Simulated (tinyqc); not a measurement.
FinFET, parasitic resistance, capacitance and delay: one step of the calculation.

Nf fins under one contact; each has gated perimeter p = 2 Hf + Wf and cross-section A = Hf Wf; contact width Wc = Nf pf, stack height Hs = Hf. Contact length Lc = CPP - Lg - 2 Lsp, shared by two neighbouring gates. Source and drain sides are equal. The formulas are first-order estimates, not field solutions.

Problem. Effective current, delay and energy. Ieff = (IH + IL)/2, delay CL Vdd/(2 Ieff), energy CL Vdd^2, with CL the load of an inverter that drives an equal one.

Inputs (values chosen for the exercise): supply voltage Vdd = 0.7 V.

IH = I(Vdd, Vdd/2) = 148.06746 uA
IL = I(Vdd/2, Vdd), solved likewise = 51.453706 uA
CL = 713.37256 aF

Give: Ieff; delay; energy.

Solution.

Ieff = 99.761 uA
delay = 2.5028 ps
energy = 349.55 aJ

Numbers from tinyqc (`OMP_NUM_THREADS=1 python tinyqc.py 2170084 2170085 out.jsonl`; about 0.04 s on one thread of a shared Intel Xeon 2.30GHz).
